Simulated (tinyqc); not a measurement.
Thermionic-field emission through a Schottky barrier, WKB: contact resistivity against doping.

Metal on an n-type semiconductor with one parabolic valley; V > 0 is forward bias (metal positive). Energies E are counted from the conduction edge of the neutral semiconductor, whose Fermi level lies at -xi; that of the metal lies at -xi - V. The barrier is a parabola of height Vd = phi - xi - V (depletion approximation, no image force).

Nc = 2 (2 pi me m0 kB T/h^2)^1.5 (times 1e-6 for cm^-3); Nd = Nc F12(-xi/Vt), F12(x) = (2/sqrt(pi)) int_0^infinity sqrt(u)/(1 + exp(u - x)) du; E00 = (hbar/2) sqrt(Nd/(me m0 eps0 eps_r)) in SI units (volts). For E < Vd, ln T(E) = -(Vd/E00) [sqrt(1 - y) - y ln((1 + sqrt(1 - y))/sqrt(y))], y = E/Vd; T(E) = 1 above. J = A* T (q/kB) int_0^infinity T(E) N(E) dE, N = ln[(1 + exp((-xi - E)/Vt))/(1 + exp((-xi - V - E)/Vt))], A* = 4 pi q me m0 kB^2/h^3 (times 1e-4 for A/(cm^2 K^2)). The integral is converged to the digits shown; the share over the barrier is that of E > Vd, and 0 means below 1e-6 %. The contact resistivity is rho_c = 1/(dJ/dV) at V = 0, where N becomes V f/Vt with f = 1/(1 + exp((E + xi)/Vt)). The last column is the thermionic value Vt exp(phi/Vt)/(A* T^2). By a common rule of thumb, E00/Vt below 0.5 marks thermionic emission, 0.5 to 5 thermionic-field emission and above 5 field emission.

Parameters, values chosen for the exercise; band and dielectric values those of a made-up semiconductor: temperature T = 250 K; electron mass me = 0.225 m0; relative permittivity eps_r = 8.24; barrier height seen from the metal phi = 0.53 eV.

Constants: q = 1.602176634e-19 C, kB = 1.380649e-23 J/K, eps0 = 8.8541878128e-12 F/m, hbar = 1.054571817e-34 J s, h = 6.62607015e-34 J s, m0 = 9.1093837015e-31 kg, Vt = kB T/q. Results are converted to the units shown.

Contact resistivity against doping:

| Nd (cm^-3) | E00/Vt | rho_c (ohm cm^2) | thermionic rho_c (ohm cm^2) |
|---|---|---|---|
| 9.3e16 | 0.1930 | 145.8 | 616.3 |
| 2.1e17 | 0.2900 | 74.13 | 616.3 |
| 4.9e17 | 0.4431 | 23.13 | 616.3 |
| 1.1e18 | 0.6638 | 3.484 | 616.3 |
| 2.6e18 | 1.021 | 0.1264 | 616.3 |
| 5.9e18 | 1.537 | 0.001689 | 616.3 |
| 1.3e19 | 2.282 | 2.734e-5 | 616.3 |
| 3.1e19 | 3.524 | 7.297e-7 | 616.3 |
| 7.1e19 | 5.333 | 5.842e-8 | 616.3 |

rho_c falls from 146 to 5.84e-8 ohm cm^2: 0.24 of the thermionic value in the first row (thermionic emission) and 9.5e-11 of it in the last (field emission). Between the last two rows ln rho_c changes by 0.565 eV for each unit of 1/E00, to be set beside phi = 0.53 eV of the rule rho_c ~ exp(phi/E00). Even in the first row most of the current tunnels through the thin top of the barrier.

Range of the model: The depletion approximation, a parabolic band and the neglect of image-force lowering make these currents estimates at high doping.

Program tinyqc, `OMP_NUM_THREADS=1 python tinyqc.py 2640131 2640132 out.jsonl`; Intel Xeon 2.30GHz, shared host, one thread, about 0.05 s.
